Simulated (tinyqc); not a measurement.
From a target to a composition: alloy A(1-x)B(x) by interpolation with bowing. Three cases, with inputs chosen for the exercise.

Problem. An alloy A(1-x)B(x) has the gap E(x) = (1 - x) E_A + x E_B - C1 x (1 - x) at Gamma, C1 the first entry of C. Which x puts hc/E at the given wavelength, and what is the mismatch (a_sub - a(x))/a(x) to a substrate of A, with Vegard for a(x)?

Constants: hc = 1239.841984 eV nm.

Find: target gap; x; mismatch.

Method. Solve C1 x^2 + (E_B - E_A - C1) x + E_A - hc/wavelength = 0; the gap is monotonic in x because |E_B - E_A| > C1, so one root lies between 0 and 1. Whether Gamma is the lowest valley there, and whether such a mismatch can be grown coherently, are separate questions.

Case 1.

Values chosen (out of a larger set: A near InAs, B near GaAs; not measured data): a = (6.054, 5.654) angstrom (lattice constant of A, B); Eg = (0.42, 1.52) eV (gap at Gamma to the s-like level of A, B); C = (0.461, 1.581, 0.311) eV (bowing of the Gamma, X and L gaps).

wavelength = 1845.864 nm

Solution.

target gap = 0.6717 eV
x = 0.320
mismatch = 2.160 %

Case 2.

Values chosen (out of a larger set: A near AlAs, B near GaAs; not measured data): a = (5.653, 5.66) angstrom (lattice constant of A, B); Eg = (3.109, 1.515) eV (gap at Gamma to the s-like level of A, B); C = (0.348, 0.053, 0.1) eV (bowing of the Gamma, X and L gaps).

wavelength = 491.378 nm

Solution.

target gap = 2.5232 eV
x = 0.320
mismatch = -0.040 %

Case 3.

Values chosen (out of a larger set: A near AlAs, B near InAs; not measured data): a = (5.665, 6.061) angstrom (lattice constant of A, B); Eg = (3.076, 0.417) eV (gap at Gamma to the s-like level of A, B); C = (0.791, 0, 0) eV (bowing of the Gamma, X and L gaps).

wavelength = 1786.455 nm

Solution.

target gap = 0.6940 eV
x = 0.860
mismatch = -5.671 %

Computed by tinyqc, one run a case: `OMP_NUM_THREADS=1 python tinyqc.py N N+1 out.jsonl` with N = 1081316, 1081406, 1081442; one thread of a shared Intel(R) Xeon(R) Processor @ 2.30GHz, about 0.01 s a run at most.
